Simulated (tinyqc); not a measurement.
Bandgap voltage reference from two bipolar transistors: output against temperature.

Two transistors of area 1 and N carry the same current I. Is(T) = Is (T/T0)^eta exp[(Vg0 q/kB)(1/T0 - 1/T)], VBE1 = Vt ln(I/Is(T)) + I rb, VBE2 = Vt ln(I/(N Is(T))) + I rb/N. The amplifier forces I R1(T) = VBE1 - VBE2 + Vos, with R(T) = R (1 + tc (T - T0)) for both resistors, and the output is Vref = VBE1 + I R2(T). Base currents and the Early effect are neglected.

Vt = kB T/q; I = (Vt ln N + Vos)/(R1(T) - rb (1 - 1/N)).

Inputs (values chosen for the exercise); values of the order met in silicon bipolar transistors:
```
symbol,value,unit,meaning
T0,298,K,reference temperature
Vg0,1.154,V,band-gap voltage extrapolated to 0 K
eta,3.8,,temperature exponent of the saturation current
Is,1.1e-18,A,saturation current of the unit transistor at T0
N,15,,area ratio of the second transistor
R1,12,kohm,"resistor across which the difference of VBE falls, at T0"
tc,-1400,ppm/K,temperature coefficient of both resistors
Vos,0,mV,offset of the amplifier
rb,0,ohm,series resistance of the unit transistor
R2,77.49,kohm,output resistor at T0
```

Constants: q = 1.602176634e-19 C, kB = 1.380649e-23 J/K. Results are converted to the units shown.

Result of one run:

| I (uA) | VBE1 (V) | I R2 (V) | Vref (V) | Vref - Vref(T0) (mV) | dVref/dT (uV/K) |
|---|---|---|---|---|---|
| 6.509 | 0.7132 | 0.4867 | 1.200 | -1.319 | -58.57 |

Which temperature T gave this result: 218, 253, 273, 323 or 348 K?

T = 323 K.

The whole series:

| T (K) | I (uA) | VBE1 (V) | I R2 (V) | Vref (V) | Vref - Vref(T0) (mV) | dVref/dT (uV/K) |
|---|---|---|---|---|---|---|
| 218 | 3.812 | 0.8745 | 0.3285 | 1.203 | 1.752 | 7.345 |
| 233 | 4.153 | 0.8519 | 0.3511 | 1.203 | 1.769 | -4.954 |
| 253 | 4.628 | 0.8216 | 0.3813 | 1.203 | 1.520 | -19.63 |
| 273 | 5.129 | 0.7909 | 0.4114 | 1.202 | 0.9949 | -32.58 |
| 298 | 5.795 | 0.7522 | 0.4491 | 1.201 | 0 | -46.63 |
| 323 | 6.509 | 0.7132 | 0.4867 | 1.200 | -1.319 | -58.57 |
| 348 | 7.277 | 0.6740 | 0.5244 | 1.198 | -2.913 | -68.61 |
| 373 | 8.105 | 0.6345 | 0.5621 | 1.197 | -4.735 | -76.91 |
| 398 | 9.000 | 0.5948 | 0.5998 | 1.195 | -6.745 | -83.57 |
| 423 | 9.971 | 0.5550 | 0.6374 | 1.192 | -8.901 | -88.67 |

VBE1 falls by 1.56 mV/K on average and I R2 rises by 1.51 mV/K. Between 233 and 398 K Vref spans 8.51 mV, or 43.0 ppm/K by the box method (span over the average over T, over 165 K).

Numbers from tinyqc (`OMP_NUM_THREADS=1 python tinyqc.py 2062162 2062163 out.jsonl`; about 0.02 s on one thread of a shared Intel Xeon 2.30GHz).
